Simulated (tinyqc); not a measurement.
Equation-of-state fits to an energy-volume table made by a known binding curve. Changing the shift of the window centre s. Computed by tinyqc, a small Python program. Command: `OMP_NUM_THREADS=1 python tinyqc.py 3009495 3009496 out.jsonl eosfit sweep`. One thread of a shared host (Intel(R) Xeon(R) Processor @ 2.30GHz), about 0.03 s of CPU time with the checks.

With x = (V/V_0)^(1/3), the energy per atom is E = -D [1 + eta (x - 1)] exp(-eta (x - 1)), so that B0 = D eta^2/(9 V_0) and B' = 1 + 2 eta/3. B' = dB/dP at P = 0.

Inputs (values chosen for the exercise, for a model crystal):
```
quantity                                 value             unit
cohesive energy D                         3.62          eV/atom
true volume V_0                              7  angstrom^3/atom
stiffness eta                             5.72                -
half-width of the volume window w         0.08                -
points N                                     7                -
compression V/V_0 for the pressure test   0.75                -
noise amplitude                          0.059              meV
```

Binding curve: universal binding. Noise: added.

numbers xi_j, drawn evenly from -1 to 1: -0.5627  0.1567  -0.3280  0.7821  -0.8106  0.6124  0.8645  0.8015  -0.2838  0.2784  -0.9886  0.9626  -0.9986  0.5450  -0.6801  0.1271  -0.7338  -0.9986  0.1379  -0.7175  -0.2154

Constants: 1 eV/angstrom^3 = 160.2176634 GPa.

Method:
- B0 and B' from the formulas above; P = -dE/dV at V = c V_0 (c the compression chosen), from the curve itself.
- Table: V_j = V_0 [1 + s + w (2 j/(N - 1) - 1)], j = 0..N-1, rounded to 0.001; E_j from the curve plus the noise amplitude times the listed numbers xi_j (xi_0 first), rounded to 1e-7 eV.
- Third-order Birch-Murnaghan is a cubic in u = V^(-2/3): fit it by linear least squares, find the minimum, and take B0 = V E''(V), B' = -1 - V E'''/E'' there.
- Errors are fitted minus exact, relative; the pressure at c V_0 uses P = (3 B0/2) (x^7 - x^5) [1 + (3/4)(B' - 4)(x^2 - 1)], x = (V0/V)^(1/3) with the fitted values.

One run for each value:
```
shift of the window centre s  error of B0 (%)  error of B' (%)  error of that pressure (%)
-0.072                                0.97601          -4.6394                      0.7623
-0.048                                0.47669          -3.5371                      1.1287
-0.024                                0.13073          -2.4581                      1.5725
0.000                                -0.07999          -1.4072                      2.0936
0.024                                -0.17295          -0.3887                      2.6892
0.048                                -0.16514           0.5892                      3.3517
0.072                                -0.07187           1.5282                      4.0786
```

Describe and explain the trends.

Over the rows, error of B0 (%) goes from 0.976 through a minimum among these rows, -0.173 at 0.0240, to -0.0719; error of B' (%) rises from -4.64 to 1.53; error of that pressure (%) rises from 0.762 to 4.08. Shifting the window moves the minimum away from its centre, which changes how the neglected higher-order terms enter the fitted values.

Extremes, crossings and ranges named in words are read from the listed rows.
